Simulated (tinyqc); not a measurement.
CID on RHF in the sto-3g basis, for H2, spin multiplicity 1, step by step. One step of it, computed by the program tinyqc.

Problem. CID: roots. Diagonalise (each vector has its largest component positive (the first on a tie)); all determinants have Ms = 0, so triplets appear too. The lowest singlet root is the correlation energy.

Occupation strings over the orbitals (2 doubly, a alpha, b beta, 0 empty; spin orbitals ordered 1a 1b 2a 2b ...): 20 02

H - E(HF) between determinants (hartree):
```
,20,02
20,0.000000,0.196664
02,0.196664,1.073236
```

Give: lowest roots of this matrix, relative to E(HF); lowest vectors; <S^2> of these roots; weight of the ground state by excitation level 0, 1, 2, ....

Solution.

lowest roots of this matrix, relative to E(HF) (hartree): -0.0349  1.1081

lowest vectors:
```
,root 1,root 2
20,0.9846,0.1747
02,-0.1747,0.9846
```

<S^2> of these roots: 0.0000  0.0000

weight of the ground state by excitation level 0, 1, 2, ...: 0.9695  0.0000  0.0305
